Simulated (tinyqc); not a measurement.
X-ray photoelectron analysis of a thin oxide on a semiconductor: attenuation lengths, thickness, angle series and band offsets: one step, computed by the program tinyqc. Command: `OMP_NUM_THREADS=1 python tinyqc.py 3112768 3112769 out.jsonl xps walk`. One thread of a shared host (Intel(R) Xeon(R) Processor @ 2.30GHz), about 0.01 s of CPU time with the checks.

The same element is seen in the oxide and in the substrate, at nearly the same kinetic energy; films are flat and uniform, and the work function is ignored.

Task: Peak ratio. R_0 = (rho_o/M_o) L_o/((rho_s/M_s) L_s); peak ratio R = I_ox/I_sub = R_0 [exp(d/(L_o cos theta)) - 1]; hence d = L_o cos theta ln(1 + R/R_0). A carbon layer weakens both peaks alike, by exp(-d_C/(L_o cos theta)) if its L is taken equal to L_o. This R_0 leaves out intrinsic losses from the substrate peak, so calibrated values can be larger.

Inputs (values chosen for the exercise, modelled on SiO2 on silicon):
```
quantity                        value     unit
oxide density                    2.16   g/cm^3
oxide formula mass              60.08    g/mol
substrate density                2.33   g/cm^3
substrate formula mass          28.09    g/mol
oxide thickness d                 7.9       nm
emission angle from the normal     30  degrees
carbon overlayer                 0.48       nm
```

L in the oxide = 4.438092 nm

L in the substrate = 3.542901 nm

Give: R_0; d/(L_o cos theta); ratio R; oxide share of the counts; attenuation by carbon; depth 3 L_o cos theta.

Result:

R_0 = 0.5429

d/(L_o cos theta) = 2.055

ratio R = 3.698

oxide share of the counts = 0.7871

attenuation by carbon = 0.8826

depth 3 L_o cos theta = 11.53 nm
